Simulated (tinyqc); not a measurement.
# Read current of a NAND string, cells in series solved by shooting: two studies

Cells in series, numbered from 0 at the source line (0 V) to the bit line, each followed by a gap resistance Rg. A cell with gate Vg, threshold VT, source Vs and drain Vd passes I = 2 nf K Vt^2 [F(Vs) - F(Vd)]/(1 + th max(Vg - VT, 0)), F(V) = ln^2(1 + exp((Vg - VT - nf V)/(2 nf Vt))). The selected cell has Vg = Vr, the others Vg = Vp.

Inputs (values chosen for the exercise); values of the order met in vertical NAND strings:
```
symbol,value,unit,meaning
T,300,K,temperature
K,6.1,uA/V^2,gain factor of a cell
nf,1.3,,slope factor
th,0.05,1/V,mobility reduction factor
Rg,16,kohm,resistance of the gap between cells
Vbl,0.3,V,bit-line voltage
Vp,7.9,V,pass voltage
Ve,-1.5,V,threshold of an erased cell
Vh,3.1,V,threshold of the highest state
Vx,1.6,V,threshold of the selected cell
Is,50,nA,sensing current
Vr,3.09,V,read voltage on the selected word line
```

Constants: q = 1.602176634e-19 C, kB = 1.380649e-23 J/K, Vt = kB T/q. Results are converted to the units shown.

Each table varies one quantity; the others keep the values above.

## Read current against the number of cells

For a trial current I start at 0 V and, cell by cell, solve for the drain: sqrt(F(Vd)) = sqrt(F(Vs) - I/k), k = 2 nf K Vt^2/(1 + th max(Vg - VT, 0)), Vd = [Vg - VT - 2 nf Vt ln(exp(sqrt F) - 1)]/nf, then add I Rg. The string current is the I for which the last node reaches Vbl. The apparent threshold is the Vr at which I = Is. Background: all other cells erased (VT = Ve) or all in the highest state (VT = Vh); ratio and shift are high over erased and high minus erased. The selected cell is in the middle, cell n/2.

Result of one run:
columns A: n; B: I, others erased (uA); C: I, others high (uA); D: ratio; E: apparent VT, erased (V); F: apparent VT, high (V); G: background shift (mV)
```
A        B       C       D      E      F      G
16  0.3821  0.2846  0.7447  1.760  1.769  8.802
```

What becomes of these results when the number of cells n is changed from 16 to 64, all else the same?

Result of the changed run:
columns A: n; B: I, others erased (uA); C: I, others high (uA); D: ratio; E: apparent VT, erased (V); F: apparent VT, high (V); G: background shift (mV)
```
A        B        C       D      E      F      G
64  0.1068  0.07612  0.7128  1.827  1.870  43.48
```

The whole series:
columns A: n; B: I, others erased (uA); C: I, others high (uA); D: ratio; E: apparent VT, erased (V); F: apparent VT, high (V); G: background shift (mV)
```
A         B        C       D      E      F      G
8    0.6695   0.5230  0.7812  1.749  1.754  4.381
16   0.3821   0.2846  0.7447  1.760  1.769  8.802
32   0.2055   0.1488  0.7239  1.782  1.800  17.88
64   0.1068  0.07612  0.7128  1.827  1.870  43.48
96  0.07213  0.05115  0.7090  1.882  2.425  543.1
```

With erased neighbours the current falls from 0.670 to 0.0721 uA, as n^(-0.81) between the first two rows and n^(-0.97) between the last two (-1 once the series resistance rules). The ratio falls from 0.781 to 0.709 and the background shift rises from 4.38 to 543 mV.

## Effect of the pass voltage

Same model as above.

The string has 32 cells and the selected one is cell 16.

Result of one run:
columns A: Vp (V); B: I, others erased (uA); C: I, others high (uA); D: ratio; E: apparent VT, erased (V); F: apparent VT, high (V); G: background shift (mV)
```
A         B        C       D      E      F      G
5.7  0.1835  0.09883  0.5385  1.788  1.833  45.13
```

What becomes of these results when the pass voltage Vp is changed from 5.7 to 6.2 V, all else the same?

Result of the changed run:
columns A: Vp (V); B: I, others erased (uA); C: I, others high (uA); D: ratio; E: apparent VT, erased (V); F: apparent VT, high (V); G: background shift (mV)
```
A         B       C       D      E      F      G
6.2  0.1892  0.1124  0.5943  1.786  1.821  34.64
```

The whole series:
columns A: Vp (V); B: I, others erased (uA); C: I, others high (uA); D: ratio; E: apparent VT, erased (V); F: apparent VT, high (V); G: background shift (mV)
```
A         B        C       D      E      F      G
4.7  0.1708  0.06586  0.3856  1.792  1.901  109.0
5.2  0.1774  0.08343  0.4702  1.790  1.853  63.21
5.7  0.1835  0.09883  0.5385  1.788  1.833  45.13
6.2  0.1892   0.1124  0.5943  1.786  1.821  34.64
6.7  0.1944   0.1245  0.6406  1.785  1.812  27.69
7.2  0.1993   0.1354  0.6794  1.784  1.806  22.76
```

As Vp goes from 4.7 to 7.2 V, the current with erased neighbours rises from 0.171 to 0.199 uA, that with high neighbours rises from 0.0659 to 0.135 uA and the ratio rises from 0.386 to 0.679. The background shift falls from 109 to 22.8 mV. A higher pass voltage also disturbs erased cells more, which this model leaves out.

Program tinyqc, `OMP_NUM_THREADS=1 python tinyqc.py 2142159 2142160 out.jsonl`; Intel Xeon 2.30GHz, shared host, one thread, about 0.3 s.
